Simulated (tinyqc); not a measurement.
Molecular dynamics of a small cluster by velocity Verlet steps: one step, computed by the program tinyqc. Command: `OMP_NUM_THREADS=1 python tinyqc.py 3027307 3027308 out.jsonl verlet walk`. One thread of a shared host (Intel(R) Xeon(R) Processor @ 2.30GHz), about 0.07 s of CPU time with the checks.

E = sum_i {sum_j A exp(-p (r_ij/r0 - 1)) - xi sqrt(rho_i)}, rho_i = sum_j exp(-2 q (r_ij/r0 - 1)); the force on i is -sum_j w_ij (R_i - R_j)/r_ij with w_ij = -(2p/r0) A exp(-p (r_ij/r0 - 1)) + (xi q/r0) exp(-2 q (r_ij/r0 - 1)) (rho_i^(-1/2) + rho_j^(-1/2)).

Problem. Step 1. Velocity Verlet: a = c F/M with c = 9.648533212e-3 angstrom/fs^2 per eV/(angstrom u); R(new) = R + v dt + a dt^2/2; v(new) = v + (a + a(new)) dt/2. Kinetic energy K = M v^2/(2c); temperature T = 2K/((3N - 3) k_B), rotation of the cluster included.

Inputs (values chosen for the exercise, for model atoms):
```
quantity       value      unit
length r0        2.7  angstrom
repulsion A     0.14        eV
hopping xi      1.73        eV
decay p         10.5         -
decay q         2.95         -
atomic mass M    160         u
time step dt     4.1        fs
```

Potential: Gupta. Thermostat: none.

starting positions (angstrom):
```
            x      y      z
atom 1  -0.03   0.01  -0.09
atom 2   2.56  -0.01   0.02
atom 3   1.27   2.11   0.05
atom 4   1.21   0.75   1.99
atom 5   1.23    0.7  -2.07
```

starting velocities (angstrom/fs):
```
               x         y         z
atom 1   0.00035   0.00065   0.00042
atom 2  -0.00055  -0.00012   -0.0001
atom 3  -0.00026  -0.00024   0.00062
atom 4  -0.00096   -0.0007  -0.00102
atom 5   0.00141    0.0004     9e-05
```

Constants: 1 eV/(angstrom u) = 9.648533212e-03 angstrom/fs^2; k_B = 8.617333262e-05 eV/K.

Give: positions after step 1; new forces; velocities after step 1; total energy.

Solution.

positions after step 1 (angstrom):
```
             x       y       z
atom 1  -0.028   0.013  -0.088
atom 2   2.557  -0.010   0.019
atom 3   1.269   2.109   0.052
atom 4   1.206   0.747   1.986
atom 5   1.236   0.702  -2.069
```

new forces (eV/angstrom):
```
              x        y        z
atom 1   0.2690  -0.1272   0.1742
atom 2  -0.5475   0.0777  -0.2422
atom 3   0.0666   0.5337  -0.8350
atom 4  -0.0261  -0.5311   0.2550
atom 5   0.2381   0.0470   0.6480
```

velocities after step 1 (angstrom/fs):
```
                x          y          z
atom 1   0.000422   0.000623   0.000468
atom 2  -0.000691  -0.000098  -0.000159
atom 3  -0.000245  -0.000116   0.000417
atom 4  -0.000967  -0.000830  -0.000967
atom 5   0.001471   0.000412   0.000251
```

total energy = -14.79 eV
